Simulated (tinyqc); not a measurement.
Electromigration in a confined line: Blech product, Korhonen stress evolution and Black's law: one step, computed by the program tinyqc.

The electron wind pushes atoms from the cathode (x = 0) to the anode (x = L); blocking ends build a back stress (tension positive). The input rho is taken not to change with temperature. d sigma/dt = d/dx [kappa (d sigma/dx + G)], with zero flux at both ends and sigma = sigma_0 at t = 0.

Question. Driving force and diffusivities. G = Z* e rho j/Omega; D = D0 exp(-E/(k_B T)); kappa = D B Omega/(k_B T); drift velocity of an unconfined line v = D Z* e rho j/(k_B T). SI: 1 micro-ohm cm = 1e-8 ohm m, 1 MA/cm^2 = 1e10 A/m^2. Temperatures in kelvin are T(C) + 273.15.

Inputs (values chosen for the exercise, close to those used for ruthenium lines):

| quantity | value | unit |
|---|---|---|
| resistivity rho | 12.4 | micro-ohm cm |
| atomic volume Omega | 13.6 | angstrom^3 |
| effective charge number Z* | 1.1 | - |
| prefactor D0 | 6.7e-07 | m^2/s |
| activation energy E | 1.37 | eV |
| effective modulus B | 71 | GPa |
| current density j | 0.56 | MA/cm^2 |
| test temperature T | 240 | C |

Start: thermal stress.

Constants: e = 1.602176634e-19 C; k_B = 8.617333262e-05 eV/K; k_B = 1.380649e-23 J/K.

Give: stress gradient G; diffusivity D; kappa; drift velocity.

Answer.

stress gradient G = 8.999 MPa/um

diffusivity D = 2.349e-20 m^2/s

kappa = 3.202e-18 m^2/s

drift velocity = 0.001461 nm/h
